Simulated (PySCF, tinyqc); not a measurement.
Worked calculation: CISD on RHF in the sto-3g basis, for H4, spin multiplicity 1. The lowest restricted solution is unstable here: a spin-polarised one lies 0.2311 hartree lower (PySCF). One step of it, computed by the program tinyqc.

Question. Iteration 1: building the Fock matrix. J_ij = sum D_kl (ij|kl), K_ij = sum D_kl (ik|jl); F = H + J - 0.5 K; E = tr D H + tr D J / 2 - 0.25 tr D K + E_nn.

D at the start:
```
          1H 1s     2H 1s     3H 1s     4H 1s
1H 1s  0.974580  0.070252  0.065184  0.024880
2H 1s  0.070252  0.974580  0.024880  0.065184
3H 1s  0.065184  0.024880  0.974580  0.070252
4H 1s  0.024880  0.065184  0.070252  0.974580
```

core Hamiltonian H = T + V (hartree):
```
           1H 1s      2H 1s      3H 1s      4H 1s
1H 1s  -1.284598  -0.336752  -0.285344  -0.099459
2H 1s  -0.336752  -1.284598  -0.099459  -0.285344
3H 1s  -0.285344  -0.099459  -1.284598  -0.336752
4H 1s  -0.099459  -0.285344  -0.336752  -1.284598
```

Two-electron integrals (ij|kl) in chemists' order, unique and non-zero (hartree):
```
(11|11) 0.774606   (21|11) 0.097716   (21|21) 0.020173   (22|11) 0.308859
(22|21) 0.097716   (22|22) 0.774606   (31|11) 0.080286   (31|21) 0.012019
(31|22) 0.044133   (31|31) 0.014140   (32|11) 0.019306   (32|21) 0.004215
(32|22) 0.021386   (32|31) 0.003603   (32|32) 0.001293   (33|11) 0.291156
(33|21) 0.050342   (33|22) 0.213543   (33|31) 0.080286   (33|32) 0.021386
(33|33) 0.774606   (41|11) 0.021386   (41|21) 0.004215   (41|22) 0.019306
(41|31) 0.003603   (41|32) 0.001264   (41|33) 0.019306   (41|41) 0.001293
(42|11) 0.044133   (42|21) 0.012019   (42|22) 0.080286   (42|31) 0.007722
(42|32) 0.003603   (42|33) 0.044133   (42|41) 0.003603   (42|42) 0.014140
(43|11) 0.050342   (43|21) 0.010298   (43|22) 0.050342   (43|31) 0.012019
(43|32) 0.004215   (43|33) 0.097716   (43|41) 0.004215   (43|42) 0.012019
(43|43) 0.020173   (44|11) 0.213543   (44|21) 0.050342   (44|22) 0.291156
(44|31) 0.044133   (44|32) 0.019306   (44|33) 0.308859   (44|41) 0.021386
(44|42) 0.080286   (44|43) 0.097716   (44|44) 0.774606
```

nuclear repulsion = 1.63768624 hartree

Give: Coulomb J; exchange K; Fock matrix F; total energy of this density.

Answer.

Coulomb J (hartree):
```
        1H 1s   2H 1s   3H 1s   4H 1s
1H 1s  1.5868  0.2964  0.2491  0.0816
2H 1s  0.2964  1.5868  0.0816  0.2491
3H 1s  0.2491  0.0816  1.5868  0.2964
4H 1s  0.0816  0.2491  0.2964  1.5868
```

exchange K (hartree):
```
        1H 1s   2H 1s   3H 1s   4H 1s
1H 1s  0.8165  0.2277  0.1924  0.0847
2H 1s  0.2277  0.8165  0.0847  0.1924
3H 1s  0.1924  0.0847  0.8165  0.2277
4H 1s  0.0847  0.1924  0.2277  0.8165
```

Fock matrix F (hartree):
```
         1H 1s    2H 1s    3H 1s    4H 1s
1H 1s  -0.1060  -0.1542  -0.1325  -0.0603
2H 1s  -0.1542  -0.1060  -0.0603  -0.1325
3H 1s  -0.1325  -0.0603  -0.1060  -0.1542
4H 1s  -0.0603  -0.1325  -0.1542  -0.1060
```

total energy of this density = -1.204252 hartree

This density is the starting one; it is not idempotent, so its energy is not variational and may lie below the converged one.
